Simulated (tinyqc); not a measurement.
Elastic trap-assisted tunnelling through a dielectric: one step of the calculation.

Emitter at x = 0 (Fermi level 0), collector at x = t (Fermi level -V), band edge U(x) = phi - F x, F = V/t. A trap at x has the energy E = U(x) - Et. With G(u) = (4/(3 F)) sqrt(mo/C) max(u, 0)^1.5, C = hbar^2/(2 m0): S1 = G(phi - E) - G(Et), S2 = G(Et) - G(phi - V - E), T1,2 = exp(-S1,2). The steady rate through one trap is nu T1 T2 (f1 - f2)/(T1 + T2), f1 = f(E), f2 = f(E + V), f(y) = 1/(1 + exp(y/Vt)); both contacts offer states at E.

Task. The best-placed trap against direct tunnelling. At x = xs: E, S1, S2 and the occupation (T1 f1 + T2 f2)/(T1 + T2). Direct tunnelling at E = 0 has S = (4/(3 F)) sqrt(mo/C) [phi^1.5 - max(phi - V, 0)^1.5].

Values chosen for this exercise; dielectric values close to those of silicon dioxide: temperature T = 350 K; barrier above the emitter Fermi level phi = 3.04 eV; tunnelling mass mo = 0.52 m0; thickness t = 5.3 nm; trap depth below the band edge of the dielectric Et = 2.74 eV; attempt frequency nu = 1e13 1/s; voltage V = 1.76 V.

Constants: q = 1.602176634e-19 C, kB = 1.380649e-23 J/K, hbar = 1.054571817e-34 J s, m0 = 9.1093837015e-31 kg, Vt = kB T/q, hbar^2/(2 m0) = 0.0380998212 eV nm^2. Results are converted to the units shown.

xs = 2.42 nm

Give: E; S1; S2; occupation; S of direct tunnelling.

Result.

E = -0.5036 eV
S1 = 31.67
S2 = 31.94
occupation = 0.5673
S of direct tunnelling = 57.14

Range of the model: Phonon-assisted (inelastic) capture, chains of traps and a spread of trap depths are left out.

tinyqc, about 0.04 s, one thread, Intel Xeon 2.30GHz (shared host): `OMP_NUM_THREADS=1 python tinyqc.py 2370126 2370127 out.jsonl`
